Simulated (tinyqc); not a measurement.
Orbital energy against energy difference: ionisation energy by orbital energies and by energy differences in the cc-pvdz basis, for H6, spin multiplicity 1. Computed by the program tinyqc with PySCF. The cation is unrestricted; errors are against CCSD(T) in this basis, not against experiment.

Geometry (angstrom):

| atom | x | y | z |
|---|---|---|---|
| H | 0.0000 | 0.0000 | 0.0000 |
| H | 0.0000 | 0.0000 | 0.7410 |
| H | 0.0000 | 0.0000 | 1.6440 |
| H | 0.0000 | 0.0000 | 2.3860 |
| H | 0.0000 | 0.0000 | 3.2890 |
| H | 0.0000 | 0.0000 | 4.0300 |

CCSD(T) difference in the same basis = 11.1361 eV

IP-EOM-CCSD = 11.1839 eV

First vertical ionisation energy (eV):

| method | -e(HOMO) | E(cation) - E | error of -e(HOMO) | error of the difference |
|---|---|---|---|---|
| HF | 11.361 | 10.41851 | 0.225 | -0.718 |
| LDA | 6.693 | 10.70248 | -4.443 | -0.434 |
| PBE | 6.790 | 10.78696 | -4.346 | -0.349 |
| B3LYP | 7.936 | 11.03637 | -3.200 | -0.100 |
| CAM-B3LYP | 9.434 | 11.03433 | -1.702 | -0.102 |
| LC-wPBE | 10.714 | 11.07465 | -0.422 | -0.061 |

Estimate the missing row, method = PBE0.

Computed row:
```
method  -e(HOMO)  E(cation) - E  error of -e(HOMO)  error of the difference
PBE0       8.076       10.93836             -3.060                   -0.198
```

Koopmans errs by +0.22 eV and Delta-HF by -0.72 eV: relaxation, 0.94 eV, lowers the value and the missing correlation difference works against it. The PBE level is off by -4.3 eV through the wrong tail of its potential, though its energy difference is off by -0.35 eV; exact exchange deepens the level, and among the orbital energies HF comes closest; among the differences LC-wPBE does.
